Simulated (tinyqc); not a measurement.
# Worked calculation: small-signal admittance of a forward-biased p+-n diode

Program tinyqc, `OMP_NUM_THREADS=1 python tinyqc.py 2890121 2890122 out.jsonl`; Intel Xeon 2.30GHz, shared host, one thread, about 0.01 s. Printed values are rounded.

Holes injected into a neutral base of width wb with an ohmic contact at its end; low injection, p0 far above the equilibrium density. A small voltage v exp(i w t), w = 2 pi f, modulates the edge density by p0 v/Vt, and the small-signal density obeys Dp d2p/dx2 = (1/tau + i w) p.

Inputs (values chosen for the exercise); permittivity close to that of 4H silicon carbide:
- T = 300 K (temperature)
- eps_r = 9.7 (relative permittivity)
- Nd = 1.3e15 cm^-3 (donor density of the base)
- Dp = 2.4 cm^2/s (hole diffusion coefficient)
- tau = 2e-9 s (hole lifetime)
- wb = 1 um (width of the neutral base)
- p0 = 3.5e11 cm^-3 (excess hole density at the junction edge)
- Na = 1e19 cm^-3 (acceptor density of the p+ side)
- f = 5.5e7 Hz (signal frequency)

Constants: q = 1.602176634e-19 C, kB = 1.380649e-23 J/K, Vt = kB T/q, eps0 = 8.8541878128e-14 F/cm where lengths are in cm. Results are converted to the units shown.

## Closed-form admittance

L = sqrt(Dp tau); direct current J = (q Dp p0/L) coth(wb/L); k = sqrt(1 + i w tau)/L; diffusion admittance Y = (q Dp p0/Vt) k coth(k wb) = G + i w C_diff; junction capacitance C_j = sqrt(q eps0 eps_r Nd/(2 Vr)) in the depletion approximation, with the remaining barrier Vr = Vt ln(Na/p0), a rough value under forward bias; base-width modulation is left out.

L = 0.692820 um
J = 0.00217195 A/cm^2
k wb = 1.51918+0.47390i
Y = 0.0854046+0.0195052i S/cm^2
C_diff = 5.64428e-5 uF/cm^2
C_j = 0.0141960 uF/cm^2

G is 1.02 times its low-frequency value J/Vt, and C_diff is 0.00398 times C_j.

## The same by finite differences

9 equal intervals, h = wb/9; u = small-signal density over its edge value, u_0 = 1, u_9 = 0; u_(i-1) + b u_i + u_(i+1) = 0 with b = -2 - h^2 (1/tau + i w)/Dp; Y = (q Dp p0/(Vt h)) (-b/2 - u_1), which includes the half box at the edge.

b = -2.02572-0.01778i

| node | u |
|---|---|
| 1 | 0.830012-0.033293i |
| 2 | 0.681964-0.052689i |
| 3 | 0.552392-0.061316i |
| 4 | 0.438119-0.061701i |
| 5 | 0.336210-0.055884i |
| 6 | 0.243943-0.045528i |
| 7 | 0.158759-0.032007i |
| 8 | 0.078227-0.016487i |

Y on the mesh = 0.0856700+0.0197634i S/cm^2

Against the closed form the real part is 0.31 % above it and the imaginary part 1.3 % above it; |k h| = 0.18.
